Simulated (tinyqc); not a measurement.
Gap voltage and exponent from three temperatures.

Inverse problem. At constant current VBE(T) = Vg0 - a T - eta (kB T/q) ln T, where a is a constant. Find Vg0, eta and dVBE/dT at the middle temperature.

Constants: q = 1.602176634e-19 C, kB = 1.380649e-23 J/K. Results are converted to the units shown.

T (K): [253, 300, 330]
VBE at a constant current (V): [0.8007395873, 0.7144049930, 0.6579751093]

Solution. The relation is linear in Vg0, a and eta, so three points give a linear system; the slope is (VBE - Vg0 - eta kB T/q)/T. eta rests on the curvature of VBE(T) alone, so real fits need accuracy of some tens of microvolts or better.

Vg0 = 1.173 V
eta = 3.900
dVBE/dT = -1.865 mV/K

tinyqc, about 0.03 s, one thread, Intel Xeon 2.30GHz (shared host): `OMP_NUM_THREADS=1 python tinyqc.py 2062010 2062011 out.jsonl`
